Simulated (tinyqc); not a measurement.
# Threshold of a short bulk MOSFET: charge sharing, barrier lowering, narrow width: what changes with what

n-channel device on a p-type body, depletion approximation, full ionisation. Uniform doping N = Na. Vbi from Boltzmann statistics is rough for the degenerate source. Cox = eps0 eox/tox.

Values chosen for this exercise; band and dielectric values close to those of silicon:
- T = 300 K (temperature)
- Eg = 1.13 eV (band gap)
- eps_r = 11.8 (relative permittivity)
- Nc = 2.76e19 cm^-3 (conduction-band density of states at T)
- Nv = 2.63e19 cm^-3 (valence-band density of states at T)
- eox = 3.9 (relative permittivity of the gate insulator (close to silicon dioxide))
- tox = 2.9 nm (insulator thickness)
- Na = 2.1e17 cm^-3 (channel doping)
- Nsd = 1e20 cm^-3 (source and drain doping)
- Vfb = -0.77 V (flat-band voltage for the doping Na)
- xj = 81 nm (junction depth)
- Vbs = 0 V (body-source voltage)
- Vds = 1 V (drain-source voltage)
- W = 2000 nm (gate width)
- xw = 0.7854 (shape factor of the fringing depletion at the width edges)
- L = 160 nm (channel length)

Constants: q = 1.602176634e-19 C, kB = 1.380649e-23 J/K, Vt = kB T/q, eps0 = 8.8541878128e-14 F/cm where lengths are in cm. Results are converted to the units shown.

Each table varies one quantity; the others keep the values above.

## Threshold roll-off against channel length

ni = sqrt(Nc Nv) exp(-Eg/(2 Vt)), Eg in volts; 2 pB = 2 Vt ln(N/ni); flat band Vfb - Vt ln(N/Na); Wd = sqrt(2 eps0 eps_r (2 pB - Vbs)/(q N)); body term q N Wd/Cox; long-channel VT0 = flat band + 2 pB + body term; Vbi = Vt ln(N Nsd/ni^2); scale length l = sqrt((eps_r/eox) tox Wd). Charge sharing (trapezoid; it ignores Vds): F = (xj/L)(sqrt(1 + 2 Wd/xj) - 1), lowering = body term times F. Barrier lowering: th = exp(-L/(2 l)) + 2 exp(-L/l), lowering = th [2 (Vbi - 2 pB) + Vds], DIBL = th. Narrow width: rise = body term times xw Wd/W. VT by each model = VT0 - lowering + rise. DIBL under 0.001 mV/V is printed as 0.

The same in every row: N (cm^-3) = 2.100e17; VT0 (V) = 0.3178.

Threshold roll-off against channel length:
```
L (nm)    L/l        F  DIBL (mV/V)  VT, charge sharing (V)  VT, barrier lowering (V)
81      3.181   0.6806        286.9                  0.1818                  -0.05448
120     4.713   0.4594        112.7                  0.2279                    0.1752
170     6.677   0.3243        38.02                  0.2561                    0.2737
240     9.426   0.2297        9.140                  0.2759                    0.3118
350     13.75   0.1575        1.037                  0.2910                    0.3225
510     20.03   0.1081      0.04473                  0.3013                    0.3238
730     28.67  0.07552            0                  0.3081                    0.3238
1100    43.20  0.05012            0                  0.3134                    0.3238
1500    58.91  0.03675            0                  0.3162                    0.3238
```

VT by barrier lowering rises from -0.0545 to 0.324 V and VT by charge sharing rises from 0.182 to 0.316 V. DIBL is under 100 mV/V from L = 170 nm on among the rows (th = 0.1 at L/l = 4.92). For L = 81 F exceeds 0.5: the shares of source and drain overlap, and the trapezoid formula no longer holds. For L = 81 DIBL exceeds 250 mV/V, where the barrier formula is rough.

## Effect of the insulator thickness

Same model as above.

The same in every row: N (cm^-3) = 2.1000e17; F = 0.34454.

Results:
```
tox (nm)  VT0 (V)     L/l  DIBL (mV/V)  VT, charge sharing (V)  VT, barrier lowering (V)
1.2       0.19540  9.7688       7.6782                 0.16814                   0.18778
1.5       0.21700  8.7374       12.988                 0.18293                   0.20300
2.5       0.28899  6.7680       36.212                 0.23220                   0.24646
3.3       0.34658  5.8908       58.111                 0.27162                   0.27684
4.3       0.41857  5.1605       87.230                 0.32090                   0.31252
5.6       0.51216  4.5221       125.98                 0.38496                   0.35772
7.2       0.62735  3.9881       173.22                 0.46380                   0.41395
```

Estimate the missing row, tox = 2 nm.

Computed row:
```
tox (nm)  VT0 (V)     L/l  DIBL (mV/V)  VT, charge sharing (V)  VT, barrier lowering (V)
2         0.25299  7.5668       23.779                 0.20756                   0.22581
```

With this row back in the table: As tox goes from 1.2 to 7.2, VT0 rises from 0.195 to 0.627 V, DIBL rises from 7.68 to 173 mV/V, F stays at 0.345 and VT by barrier lowering rises from 0.188 to 0.414 V.

Computed by the program tinyqc: `OMP_NUM_THREADS=1 python tinyqc.py 2002045 2002046 out.jsonl`, one thread of a shared Intel Xeon 2.30GHz, about 0.01 s for the whole run.
